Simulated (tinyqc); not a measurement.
Worked calculation: dielectric confinement in a thin film (image charges). Values are carried at full precision from step to step, so a last printed digit may differ when a step is redone from the rounded ones.

A film |z| < t/2 of dielectric constant eps between half-spaces of dielectric constant e2; lam = (eps - e2)/(eps + e2), q = e^2/(4 pi eps0). The self-energy of a band edge is taken with the high-frequency value, e2 = eh, and the field of a fixed ion with the static one, e2 = eo. A charge at z has images lam^|n| at n t + (-1)^n z. Its self-energy is S(z) = (q/2 eps) sum over n >= 1 of lam^n [1/(n t - 2z) + 1/(n t + 2z)] for odd n and 2 lam^n/(n t) for even n; at the centre S(0) = -(q/(eps t)) ln(1 - lam).

Constants: e^2/(4 pi eps0) = 14.39964547 eV angstrom; hbar^2/2m0 = 3.80998211 eV angstrom^2; Ry = 13.60569312 eV.

Inputs chosen for the exercise (near those of a Si (100) film, two-fold valleys, between layers of a low-k oxide; not measured data):

| symbol | value | unit | meaning |
|---|---|---|---|
| t | 76 | angstrom | film thickness |
| eps | 12 |  | dielectric constant of the film |
| eh | 2.1 |  | high-frequency dielectric constant outside |
| mz | 0.914 | m0 | mass across the film |
| eo | 2.6 |  | static dielectric constant outside |
| m | 0.186 | m0 | mass in the plane |

## Images for a charge at the centre

Give lam, the first five terms (q/eps) lam^n/(n t), their sum and the closed form.

lam = 0.7021

terms (meV): 11.09  3.89  1.82  0.96  0.54

sum of five = 18.30 meV
S(0) = 19.12 meV

The surroundings screen less than the film, so the images repel and each band edge moves outwards: the gap changes by about 2 S = +38 meV. The static value 2.6 would give S(0) = +16.3 meV.

## Self-energy across the film

S at 2z/t = 0, 0.2, 0.4, 0.6, 0.8 and 0.9, summed to n = 399.

Self-energy:

| 2z/t | z (angstrom) | S (meV) |
|---|---|---|
| 0.0 | 0.0 | 19.12 |
| 0.2 | 7.6 | 19.59 |
| 0.4 | 15.2 | 21.27 |
| 0.6 | 22.8 | 25.44 |
| 0.8 | 30.4 | 38.99 |
| 0.9 | 34.2 | 66.59 |

Towards the wall S diverges as (q lam/4 eps)/(distance), an artefact of the abrupt interface that the vanishing envelope makes harmless.

## Shift of the subband edge

First order: <S> over the envelope (2/t) cos^2(pi z/t), beside the confinement energy c (pi/t)^2/mz, c = hbar^2/2m0.

<S> = 21.58 meV
confinement energy = 7.12 meV

|<S>| is 3.03 times the confinement energy; the first goes as 1/t and the second as 1/t^2, so they are equal at t = 25 angstrom.

## Binding of a donor

Donor at the centre, lam from the static eo, trial function cos(pi z/t) exp(-rho/l): E(l) = c/(m l^2) - (q/eps) times the integral over k of F(k t) (1 + (k l/2)^2)^(-3/2), with F(x) = F0 + 2 lam exp(-x) G/(1 - lam exp(-x)), F0 = 2[(1 - exp(-x/2))/x + x (1 + exp(-x/2))/(x^2 + 4 pi^2)], G = 2 sinh(x/2)[1/x - x/(x^2 + 4 pi^2)]; c = hbar^2/2m0. The binding energy is -E at the minimum, counted from the subband edge with its self-energy.

Minimise over l with and without images (lam = 0); Ry* = Ry m/eps^2.

Donor:

| case | l (angstrom) | binding (meV) | in Ry* |
|---|---|---|---|
| no images | 34.9 | 29.9 | 1.70 |
| with images | 32.7 | 60.7 | 3.45 |

Ry* = 17.57 meV

The images change the binding by +30.8 meV, against -2 (q/(eps t)) ln(1 - lam) = +32.6 meV for an orbit much smaller than t. At 300 K the binding is 2.3 kB T. The next even subband, the first that a centred donor mixes in, lies within about the binding energy, so one cosine is a poor basis and the binding is understated.

## Checks

- S(0) from the series against the closed form, meV: both 19.12.
- F(2.3) for lam = 0.7021 from a direct sum over images against the closed form: both 0.8945.

Program tinyqc; command `OMP_NUM_THREADS=1 python tinyqc.py 1282349 1282350 out.jsonl`; about 0.1 s on one thread of a shared Intel(R) Xeon(R) Processor @ 2.30GHz.
